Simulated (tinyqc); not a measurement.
Defect equilibria of an oxide against oxygen pressure (mass action): one step, computed by the program tinyqc.

Defects: oxygen vacancies V (charge +2), electrons n, holes p, the ionic partner X = V_M'' (charge -2), and the dopant. Activities are taken equal to concentrations.

Problem. Solution at the given pressure. Neutrality: 2 [V] + p = n + 2 [X] + N_d. With n as the unknown, [V] = K_r/(n^2 P^(1/2)), p = K_i/n, [X] = K_s/[V]; the log ratio is ln(positive/negative). The root is found by 60 bisections in ln n between n = 1e-10 and 1e25 cm^-3.

Inputs (values chosen for the exercise, for a model oxide): dopant density N_d = 6.7e+18 cm^-3; temperature T = 700 K; oxygen pressure P = 1e-19 atm.

Ionic disorder: Schottky, oxide MO. Dopant (singly charged, fully ionised): acceptor.

K_r = 1.528773e+49 cm^-9 atm^(1/2)

K_i = 2.807128e+19 cm^-6

K_s = 4.303450e+15 cm^-6

Give: n; [V]; p; [X].

Solution.

n = 4.377e+19 cm^-3

[V] = 2.523e+19 cm^-3

p = 0.6413 cm^-3

[X] = 1.705e-04 cm^-3

The largest terms give the Brouwer balance 2 [V] = n; the smaller of the two terms is 87 % of the total charge of one sign, so the point lies near a boundary between regimes.
